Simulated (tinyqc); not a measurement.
# Floating body of a partially depleted SOI transistor: body voltage and kink, step by step

Computed by the program tinyqc: `OMP_NUM_THREADS=1 python tinyqc.py 2182102 2182103 out.jsonl`, one thread of a shared Intel Xeon 2.30GHz, about 0.2 s for the whole run. Printed values are rounded.

Source at 0 V. Channel current Ic = 2 nf K Vt^2 [F(0) - F(Vd)](1 + la Vd), F(V) = ln^2(1 + exp((Vg - VT - nf V)/(2 nf Vt))), VT = VT0 - gb Vb. Saturation voltage Vs = 2 Vt sqrt(F(0)) + 3 Vt, excess Ve = (Vd - Vs + sqrt((Vd - Vs)^2 + 0.0004 V^2))/2, multiplication M1 = Ai Ve exp(-Bl/Ve). Each junction passes D(v) = J1 (exp(v/Vt) - 1) + J2 (exp(v/(2 Vt)) - 1). Bipolar current Ib = bb J1 (exp(Vb/Vt) - 1). The body settles where M1 (Ic + Ib) = D(Vb) + D(Vb - Vd) + Vb/Rb; drain current Id = (1 + M1)(Ic + Ib) - D(Vb - Vd).

Parameters, values chosen for the exercise; values of the order met in partially depleted silicon-on-insulator transistors:
- T = 330 K (temperature)
- VT0 = 0.48 V (threshold at zero body voltage)
- gb = 0.24 (fall of the threshold per volt of body voltage)
- nf = 1.43 (slope factor)
- K = 180 uA/(V^2 um) (gain factor per width)
- la = 0.09 1/V (channel-length modulation factor)
- Ai = 3.05 1/V (impact-ionisation prefactor)
- Bl = 6 V (impact-ionisation voltage)
- J1 = 1.1e-12 uA/um (diffusion saturation current of each junction)
- J2 = 1.2e-7 uA/um (recombination saturation current of each junction)
- bb = 1 (gain of the lateral bipolar transistor on the diffusion current)
- Rb = 20000 kohm um (resistance of a weak body tie to the source (1e9 stands for no tie, and the term is then dropped))
- Vg = 1.02 V (gate voltage)
- Vd = 1.7 V (drain voltage)

Constants: q = 1.602176634e-19 C, kB = 1.380649e-23 J/K, Vt = kB T/q. Results are converted to the units shown.

Range of the model: The multiplication law is an empirical form chosen for the exercise; self-heating and capacitive coupling to the body are left out, and the linear laws are rough once Vb passes about 0.7 V or M1 about 0.1.

## Starting value

Vb = 0.68 V.

Vb at the start = 0.68 V

## Iteration 1: new Vb

Current into the body I_in = M1 (Ic + Ib) - D(Vb - Vd), current out I_out = D(Vb) + Vb/Rb; f = ln(I_in/I_out), s = df/dVb by central differences over 1e-5 V, Vb(new) = Vb - f/s.

Ic = 35.8849 uA/um
Ve = 1.12302 V
M1 = 0.0163819
I_in = 0.588300 uA/um
I_out = 0.0793855 uA/um
f = 2.00292
s = -16.8336 1/V
Vb after iteration 1 = 0.798984 V

## Iteration 2: new Vb

As before.

Ic = 38.8580 uA/um
Ve = 1.10305 V
M1 = 0.0146076
I_in = 0.593212 uA/um
I_out = 1.94332 uA/um
f = -1.18660
s = -31.9328 1/V
Vb after iteration 2 = 0.761824 V

## Course of the iteration

Stop when the step is below 1e-10 V, or after 40 iterations.

Course of the iteration:
```
iteration  Vb before the step (V)   step (V)
1                            0.68      0.119
2                        0.798984    -0.0372
3                        0.761824   -5.40e-4
4                        0.761284   -3.87e-7
5                        0.761284  -2.01e-13
```

Converged in 5 iterations.

## Drain current with floating and with grounded body

converged Vb = 0.761284 V

Id and VT at the converged Vb, Id at Vb = 0, their ratio, and the bipolar share Ib/(Ic + Ib).

VT = 0.297292 V
Id, floating = 38.9499 uA/um
Id, grounded = 21.7939 uA/um
ratio = 1.78720
bipolar share = 1.21279 %

The body rises to 0.761 V and lowers the threshold by 183 mV.
